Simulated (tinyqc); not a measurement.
ROHF in the sto-3g basis, for H4+, spin multiplicity 2, step by step. One step of it, computed by the program tinyqc.

Problem. Iteration 1: Roothaan effective Fock matrix. With projectors Pc = D(beta) S, Po = (D(alpha) - D(beta)) S, Pv = 1 - D(alpha) S, the block xy is Px^T F Py; with Fc = (F(alpha) + F(beta))/2, the blocks are Fc for cc, oo, vv and cv, F(beta) for co and F(alpha) for ov.

F(alpha) (hartree), order 1H 1s, 2H 1s, 3H 1s, 4H 1s:
```
[[-0.523205, -0.530817, -0.015600, 0.004999],
 [-0.530817, -0.583335, -0.095335, -0.015600],
 [-0.015600, -0.095335, -0.583335, -0.530817],
 [0.004999, -0.015600, -0.530817, -0.523205]]
```

F(beta) (hartree), order 1H 1s, 2H 1s, 3H 1s, 4H 1s:
```
[[-0.330346, -0.360442, -0.065951, -0.032228],
 [-0.360442, -0.304927, -0.164941, -0.065951],
 [-0.065951, -0.164941, -0.304927, -0.360442],
 [-0.032228, -0.065951, -0.360442, -0.330346]]
```

D(alpha) at the start, order 1H 1s, 2H 1s, 3H 1s, 4H 1s:
```
[[0.191863, 0.325003, -0.030299, -0.037506],
 [0.325003, 0.556518, 0.006141, -0.030299],
 [-0.030299, 0.006141, 0.556518, 0.325003],
 [-0.037506, -0.030299, 0.325003, 0.191863]]
```

D(beta) at the start, order 1H 1s, 2H 1s, 3H 1s, 4H 1s:
```
[[0.077179, 0.147352, 0.147352, 0.077179],
 [0.147352, 0.281330, 0.281330, 0.147352],
 [0.147352, 0.281330, 0.281330, 0.147352],
 [0.077179, 0.147352, 0.147352, 0.077179]]
```

overlap S, order 1H 1s, 2H 1s, 3H 1s, 4H 1s:
```
[[1.000000, 0.387033, 0.008034, 0.000378],
 [0.387033, 1.000000, 0.088988, 0.008034],
 [0.008034, 0.088988, 1.000000, 0.387033],
 [0.000378, 0.008034, 0.387033, 1.000000]]
```

Give: effective F.

Solution.

effective F (hartree), order 1H 1s, 2H 1s, 3H 1s, 4H 1s:
```
[[-0.415, -0.443, -0.044, -0.025],
 [-0.443, -0.453, -0.122, -0.044],
 [-0.044, -0.122, -0.453, -0.443],
 [-0.025, -0.044, -0.443, -0.415]]
```
